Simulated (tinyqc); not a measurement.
Inside a calculation. Method: plane-wave Kohn-Sham cycle with exchange-only LDA in a layered model solid. One step of it, computed by the program tinyqc.

Question. Iteration 2: potential. V_H(G) = 4 pi rho(G)/G^2 for G != 0 (uniform background); v_x = -(3 rho/pi)^(1/3); V = V_ext + V_H + v_x; Fourier components f(G_m) = (1/N) sum_j f(x_j) exp(-i G_m x_j).

A solid whose potential varies along x alone (atomic units):
```
parameter                      value
period a                   12.900000
cross-section of the cell  25.000000
electrons per cell                 2
grid points                       16
plane waves -n..n, n               3
k points                           3
V1 in V1 cos(2 pi x/a)     -0.790000
```

density after iteration 1 (e/bohr^3): [0.00840000, 0.00778006, 0.00660885, 0.00585803, 0.00562420, 0.00558662, 0.00558242, 0.00558150, 0.00558146, 0.00558150, 0.00558242, 0.00558662, 0.00562420, 0.00585803, 0.00660885, 0.00778006]

Give: Potentials on the grid; V(G_m), m = 0, 1, 2, ....

Answer.

Potentials on the grid (hartree):
```
x          V_ext      V_H      v_x        V
0.0000   -0.7900   0.0678  -0.2002  -0.9223
0.8063   -0.7299   0.0593  -0.1951  -0.8657
1.6125   -0.5586   0.0383  -0.1848  -0.7051
2.4188   -0.3023   0.0136  -0.1775  -0.4663
3.2250         0  -0.0087  -0.1751  -0.1838
4.0312    0.3023  -0.0263  -0.1747   0.1013
4.8375    0.5586  -0.0390  -0.1747   0.3450
5.6437    0.7299  -0.0466  -0.1747   0.5086
6.4500    0.7900  -0.0491  -0.1747   0.5662
7.2562    0.7299  -0.0466  -0.1747   0.5086
8.0625    0.5586  -0.0390  -0.1747   0.3450
8.8688    0.3023  -0.0263  -0.1747   0.1013
9.6750         0  -0.0087  -0.1751  -0.1838
10.4812  -0.3023   0.0136  -0.1775  -0.4663
11.2875  -0.5586   0.0383  -0.1848  -0.7051
12.0938  -0.7299   0.0593  -0.1951  -0.8657
```

V(G_m), m = 0, 1, 2, ... (hartree): [-0.1805, -0.3717, 0.0014, -0.0004, -0.0002, 0.0000, 0.0000]
